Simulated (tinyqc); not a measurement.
Square on-chip spiral inductor, lumped pi model: two steps of the calculation.

Outer diameter do = di + 2 n wd + 2 (n - 1) sp, mean da = (do + di)/2, fill p = (do - di)/(do + di), length l = 4 n da. L = 2.34 mu0 n^2 da/(1 + 2.75 p), mu0 = 4 pi 1e-7 H/m. Rs = rho l/(wd delta (1 - exp(-th/delta))), delta = sqrt(rho/(pi f mu0)). Cs = n wd^2 eps0 eo/hu across the coil. At each end Cox = l wd eps0 eo/(2 ho) leads to the substrate branch Rsi = 2 rs he/(l wd) in parallel with Csi = l wd eps0 11.7/(2 he). With one end grounded Y = 1/(Rs + i w L) + i w Cs + 1/[1/(i w Cox) + 1/(1/Rsi + i w Csi)], w = 2 pi f; Q = -Im Y/Re Y. Eddy currents in neighbouring turns and in the substrate are left out.

Parameters, values chosen for the exercise; values of the order met in silicon radio-frequency processes: number of turns n = 6.5; line width wd = 8 um; space between turns sp = 3 um; inner diameter di = 80 um; metal thickness th = 0.9 um; metal resistivity rho = 1.9 uohm cm; oxide below the coil ho = 7 um; oxide between coil and underpass hu = 0.7 um; relative permittivity of the oxide eo = 3.9; substrate resistivity rs = 20 ohm cm; effective spreading depth in the substrate he = 80 um; frequency f = 2.4 GHz.

Constants: eps0 = 8.8541878128e-12 F/m. Results are converted to the units shown.

Task 1. Geometry and model elements. do, l, L, delta, Rs, Cs, Cox, Rsi and Csi as defined.

Wanted: do; l; L; delta; Rs; Cs; Cox; Rsi; Csi.

Result 1.

do = 217.00 um
l = 3861.0 um
L = 8.1327 nH
delta = 1.4161 um
Rs = 13.767 ohm
Cs = 20.521 fF
Cox = 76.186 fF
Rsi = 1036.0 ohm
Csi = 19.999 fF

Task 2. Admittance, quality factor and apparent inductance. Series branch 1/(Rs + i w L), substrate branch, total Y, Q = -Im Y/Re Y, apparent inductance Im(1/Y)/w, metal-only value w L/Rs, share of the loss in the substrate Re(substrate branch)/Re Y.

L = 8.1327338 nH
Rs = 13.767163 ohm
Cs = 20.521478 fF
Cox = 76.185986 fF
Rsi = 1036.0010 ohm
Csi = 19.998821 fF

Wanted: series branch; substrate branch; Y; Q; apparent inductance; w L/Rs; share of the loss in the substrate.

Result 2.

series branch = 0.904-8.053i mS
substrate branch = 0.4197+0.5182i mS
Y = 1.324-7.225i mS
Q = 5.458
apparent inductance = 8.881 nH
w L/Rs = 8.908
share of the loss in the substrate = 31.71 %

Q is 61.3 % of the metal-only value.

Numbers from tinyqc (`OMP_NUM_THREADS=1 python tinyqc.py 2302136 2302137 out.jsonl`; about 0.01 s on one thread of a shared Intel Xeon 2.30GHz).
